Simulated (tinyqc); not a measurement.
Transfer curve: field-effect mobility of a thin-film transistor with band-tail and deep states (multiple trapping). Computed by tinyqc, a small Python program. Command: `OMP_NUM_THREADS=1 python tinyqc.py 3030325 3030326 out.jsonl tft walk`. One thread of a shared host (Intel(R) Xeon(R) Processor @ 2.30GHz), about 0.08 s of CPU time with the checks.

A thick film in accumulation at small drain voltage. Only free electrons move; trapped ones still screen the gate. N_c and mu_0 are held fixed when T changes, leaving out the T^(3/2) growth of N_c. x = E_0 - psi is the distance of the Fermi level below the band edge.

Inputs (values chosen for the exercise, modelled on nanocrystalline ZnO):

| quantity | value | unit |
|---|---|---|
| permittivity eps | 8.5 | - |
| effective density of states N_c | 3.7e+18 | 1/cm^3 |
| band mobility mu_0 | 42 | cm^2/(V s) |
| tail density at the edge g_t | 1e+20 | 1/(eV cm^3) |
| tail width E_t | 39 | meV |
| deep-state density g_d | 1.7e+17 | 1/(eV cm^3) |
| flat-band Fermi level below the edge, E_0 | 0.52 | eV |
| equivalent oxide thickness t | 8.3 | nm |
| temperature T | 300 | K |

Deep states: included.

Constants: k_B = 8.617333262e-05 eV/K; e = 1.602176634e-19 C; eps_0 = 8.8541878128e-12 F/m.

Method:
- F_j(eta) = int_0^infinity x^j/(1 + exp(x - eta)) dx, without a gamma-function factor.
- Integrals over x = E/(k_B T) use 160 Gauss-Legendre points in u = sqrt(x) from 0 to sqrt(max(eta, 0) + 32).
- Free n(x) = N_c (2/sqrt(pi)) F_1/2(-x/k_B T), with F_1/2 from its two-term series in exp(-x/k_B T) for x >= 12 k_B T; tail n_t(x) = int_0^1.2eV g_t exp(-E/E_t)/(1 + exp((x - E)/k_B T)) dE, E counted down from the edge, 120 Gauss-Legendre points; deep charge g_d psi; space charge rho(psi) = n + n_t + g_d psi less its value at psi = 0.
- Poisson: F(psi) = sqrt((2 e/(eps eps_0)) int_0^psi rho dpsi'); V_G - V_FB = psi_s + eps F(psi_s) t/3.9; free sheet density N_f = int (n - n(E_0))/F dpsi; induced sheet density N_i = eps eps_0 F(psi_s)/e; trapezoid rule on 301 even points in psi, the first interval left out of N_f.
- mu_eff = mu_0 N_f/N_i; field-effect mobility mu_FE = mu_0 e (dN_f/dV_G)/C_ox and swing S = dV_G/dlog10(N_f), by a central difference of +/- 2 mV in psi_s; C_ox = 3.9 eps_0/t.

Against the band bending:

| psi_s (V) | V_G - V_FB (V) | N_f (1/cm^2) | mu_eff (cm^2/(V s)) | mu_FE (cm^2/(V s)) | S (mV/decade) |
|---|---|---|---|---|---|
| 0.18 | 0.2426 | 6.5058e+06 | 1.6817e-03 | 2.4749e-03 | 98.0 |
| 0.26 | 0.3529 | 9.1298e+07 | 1.5889e-02 | 3.5228e-02 | 96.6 |
| 0.32 | 0.4427 | 7.0162e+08 | 9.2481e-02 | 2.3909e-01 | 109.4 |
| 0.37 | 0.5331 | 3.7557e+09 | 3.7256e-01 | 9.6965e-01 | 144.3 |
| 0.42 | 0.6585 | 1.8707e+10 | 1.2688e+00 | 3.0772e+00 | 226.5 |
| 0.46 | 0.8061 | 6.2691e+10 | 2.9295e+00 | 6.7374e+00 | 346.7 |
| 0.49 | 0.9582 | 1.4725e+11 | 5.0873e+00 | 1.1362e+01 | 482.8 |
| 0.53 | 1.2321 | 4.1335e+11 | 9.5220e+00 | 1.9857e+01 | 775.4 |
| 0.57 | 1.5999 | 9.6189e+11 | 1.5107e+01 | 2.7594e+01 | 1298.2 |

What follows from these numbers?

The steepest swing among the rows is 97 mV/decade. mu_eff climbs from 0.0017 to 15, 36 % of mu_0 in the last row. Between rows 6 and 7 N_f scales as (V_G - V_FB - psi_s)^2.83; an exponential tail holding all the charge would give the larger of 1 and 2 E_t/k_B T - 1, here 2.02, and free charge alone 1; charge in deep states makes the exponent larger and lets it vary with V_G.
